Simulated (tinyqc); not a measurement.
Changing the shear strain e_s: valley-orbit splitting of a donor ground state, with strain. Computed by tinyqc, a small Python program. Command: `OMP_NUM_THREADS=1 python tinyqc.py 3013331 3013332 out.jsonl valleyorbit sweep`. One thread of a shared host (Intel(R) Xeon(R) Processor @ 2.30GHz), about 0.01 s of CPU time with the checks.

The basis is the 1s envelope in each valley; energies are counted from the unstrained conduction-band edge. The strain is e_s (a a^T - 1/3) for the unit stress axis a, so valley j along n_j moves by Xi_u e_s w_j with w_j = (n_j.a)^2 - 1/3: +1/6 for x and y, -1/3 for z. The splitting at the zone boundary that a [110] shear adds for <100> valleys is left out.

Inputs (values chosen for the exercise, modelled on donors in silicon):
```
quantity,value,unit
single-valley binding energy E_0,31.4,meV
central-cell shift Lambda,5.28,meV
coupling Delta_1,2,meV
coupling Delta_2,1.7,meV
shear deformation potential Xi_u,8.8,eV
temperature T,77,K
donor density N_D,8.3e+17,cm^-3
density-of-states mass of one valley m_e,0.319,m_0
```

Valleys: six along <100>. Stress axis: [110].

Constants: k_B = 8.617333262e-05 eV/K; m_0 = 9.1093837015e-31 kg; k_B = 1.380649e-23 J/K; h = 6.62607015e-34 J s.

Method:
- H_jj = -(E_0 + Lambda) + Xi_u e_s w_j; H_jk = -Delta_2 between opposite valleys and -Delta_1 between perpendicular ones.
- Diagonalise H; the ground vector has positive components. The density at the nucleus, and so the contact hyperfine coupling, scales as (sum_j c_j)^2/(number of valleys), which is 1 without strain; the envelopes are held fixed.
- The binding energy is counted from the lowest valley edge, min_j Xi_u e_s w_j; the gap is from the ground state to the next level.
- z = sum over levels of exp(-(E - E_ground)/k_B T), the ground-state share being 1/z; N_c = 2 (2 pi m_e k_B T/h^2)^(3/2) sum_j exp(-(shift_j - lowest shift)/k_B T); n1 = N_c/(2 z) exp(-binding/k_B T), binding = lowest shift - E_ground; without compensation n = 2 N_D/(1 + sqrt(1 + 4 N_D/n1)) (Boltzmann statistics; p and higher states left out).

One run for each value:
```
shear strain e_s,hyperfine ratio A/A_0,binding energy under strain (meV),gap to the first excited state (meV),free electrons n (cm^-3)
0.00002,0.99999,46.321,11.341,2.6451e+16
0.00004,0.99995,46.263,11.283,2.6451e+16
0.00008,0.99981,46.148,11.168,2.6451e+16
0.00016,0.99921,45.920,10.940,2.6453e+16
0.00032,0.99672,45.479,10.499,2.6459e+16
0.00063,0.98664,44.684,9.704,2.6485e+16
0.00130,0.94100,43.242,8.262,2.6599e+16
0.00250,0.81319,41.532,6.552,2.6975e+16
0.00500,0.60975,40.010,5.030,2.7940e+16
```

What does the table show, and why?

Over the rows, hyperfine ratio A/A_0 falls from 1.000 to 0.610; binding energy under strain (meV) falls from 46.3 to 40.0 (exponent d ln y / d ln x -0.0018 between the first rows and -0.054 between the last); gap to the first excited state (meV) falls from 11.3 to 5.03 (exponent d ln y / d ln x -0.0074 between the first rows and -0.38 between the last). Strain moves the ground state into the lowered valleys, so fewer valleys add in phase at the nucleus and less valley-orbit energy is gained.

Caution (all rows): at this donor density neighbouring orbits begin to overlap and the depth shrinks, which a fixed level leaves out.

Extremes, crossings and ranges named in words are read from the listed rows.
